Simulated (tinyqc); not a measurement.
How far the series holds: five-level k.p model folded onto the conduction band.

For k along z and one spin sector the level c couples to four states. With c0 = hbar^2/2m0, P = sqrt(Ep c0), P2 = sqrt(Ep2 c0): diagonal Eg + (1 + Cm) c0 k^2 for c, and 0, -Dso, E7 + D2, E7 for lh, so, G8 up, G7 up (their own dispersion is left out); couplings of c: sqrt(2/3) P k to lh, sqrt(1/3) P k to so, sqrt(2/3) P2 k to G8 up, sqrt(1/3) P2 k to G7 up (phases chosen real).

Expanding E = H_cc + S(E) about Eg in powers of k^2, with s_n = sum_j H_cj^2/(Eg - H_jj)^n: order k^2: e2 = (1 + Cm) c0 k^2 + s1; order k^4: e4 = -s2 e2; order k^6: e6 = s3 e2^2 + s2^2 e2.

Constants: hbar^2/2m0 = 3.80998211 eV angstrom^2.

Inputs chosen for the exercise (near those of InAs; shifted at random, so the results belong to these values and not to a real crystal): Eg = 0.43 eV (gap at Gamma to the s-like level); Dso = 0.408 eV (spin-orbit splitting); Ep = 22.6 eV (Kane energy); E7 = 4.43 eV (upper Gamma7 conduction level, from the valence top); D2 = 0.16 eV (its spin-orbit splitting, Gamma8 above Gamma7); Ep2 = 2.4 eV (Kane energy to the upper levels); Cm = -1 (remote term in 1/m).

Energies from Eg; Pk/Eg measures the coupling.

Levels (eV):
```
k (1/angstrom)  Pk/Eg  to k^2   to k^4  to k^6   exact
0.0070          0.151  0.0081   0.0080  0.0080  0.0080
0.0159          0.343  0.0418   0.0381  0.0388  0.0387
0.0248          0.535  0.1018   0.0798  0.0895  0.0861
0.0338          0.729  0.1891   0.1131  0.1751  0.1448
0.0427          0.921  0.3018   0.1082  0.3604  0.2094
0.0516          1.114  0.4407   0.0278  0.8132  0.2780
0.0606          1.308  0.6078  -0.1776  1.8830  0.3500
0.0695          1.500  0.7995  -0.5594  4.1296  0.4230
```

Within 2 % of the exact level stay: the k^2 term up to Pk/Eg = 0.15, the sum to k^4 up to Pk/Eg = 0.34, the sum to k^6 up to Pk/Eg = 0.34. In the last row the errors are +377, -982 and +3707 meV: higher orders make it worse, since the series in k^2 converges only for Pk below about Eg/2 in the two-level limit E = Eg/2 + sqrt(Eg^2/4 + P^2 k^2).

tinyqc: `OMP_NUM_THREADS=1 python tinyqc.py 1080592 1080593 out.jsonl`; about 0.01 s, one thread, shared Intel(R) Xeon(R) Processor @ 2.30GHz.
